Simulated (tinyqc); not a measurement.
Depth of the donor: donor near an oxide interface in a gate field (two-state model).

Interface at z = 0 (hard wall), donor at z = d, field F pulling electrons to the interface: potential e F z; 1 kV/cm = 1e-5 eV/angstrom, c = hbar^2/2m0, q = e^2/(4 pi eps0), Q = (eps - eo)/(eps + eo). Donor state: E_D = e F d - ED - q Q/(4 eps d), the last term joining the images of ion and electron. Interface state: z exp(-b z/2) exp(-rho^2/(2 L^2)) with E_z = c b^2/(4 mz) + 3 e F/b + q Q b/(8 eps), minimised over b; in the plane at z = 3/b the ion (distance D = d - 3/b) and its image (D' = d + 3/b) give E_rho = c/(mt L^2) - (q/eps)(sqrt(pi)/L)[erfcx(D/L) + Q erfcx(D'/L)], erfcx(x) = exp(x^2) erfc(x), minimised over L. E_I = E_z + E_rho.

The two states couple by t = t0 exp(-D/aD) with t0 = q/(eps aD) (2 aD/L) sqrt(aD b/2) v, v a valley factor; this form is an estimate. With detuning u = E_D - E_I the splitting is sqrt(u^2 + 4 t^2) and the lower state has weight (1 - u/sqrt(u^2 + 4 t^2))/2 on the donor.

Constants: hbar^2/2m0 = 3.80998211 eV angstrom^2; e^2/(4 pi eps0) = 14.39964547 eV angstrom.

Values chosen for the exercise (near those of a donor in Si below SiO2, static dielectric constants; shifted at random, so the results belong to these values and not to a real crystal):
- ED = 52.9 meV (bulk binding energy)
- mz = 0.926 m0 (mass across the interface)
- mt = 0.194 m0 (mass in the plane)
- eps = 11.3 (dielectric constant of the semiconductor)
- eo = 3.9 (dielectric constant of the oxide)
- aD = 16 angstrom (donor radius)
- v = 0.34 (valley factor)
- dl = (60, 80, 105, 135, 170, 215, 270) angstrom (depths)

Critical field, and the coupling, E_rho and L at that field.

Results:

| d (angstrom) | critical field (kV/cm) | e F d/ED | t (meV) | E_rho (meV) | L (angstrom) |
|---|---|---|---|---|---|
| 60 | 163.5 | 1.855 | 1.7 | -22.34 | 55 |
| 80 | 110.6 | 1.673 | 0.47 | -17.43 | 68 |
| 105 | 78.0 | 1.549 | 0.097 | -13.72 | 82 |
| 135 | 57.3 | 1.462 | 0.015 | -10.96 | 98 |
| 215 | 33.0 | 1.343 | 0.00011 | -7.18 | 136 |
| 270 | 25.5 | 1.299 | 3.8e-06 | -5.82 | 160 |

Give the missing row, d (angstrom) = 170.

Computed row:
```
d (angstrom)  critical field (kV/cm)  e F d/ED  t (meV)  E_rho (meV)  L (angstrom)
170                             43.5     1.397   0.0017        -8.89           115
```

The critical field falls from 164 to 25 kV/cm, with exponent -1.24 in d, while t drops by a factor 4.4e+05, about e for each 16 angstrom at the end (aD = 16). One lattice plane (1.36 angstrom) of misplacement changes t by 8 % and the critical field by about 1.6 % at 105 angstrom.

(tinyqc, `OMP_NUM_THREADS=1 python tinyqc.py 1250544 1250545 out.jsonl`, Intel(R) Xeon(R) Processor @ 2.30GHz, 1 thread, shared host, about 0.08 s.)
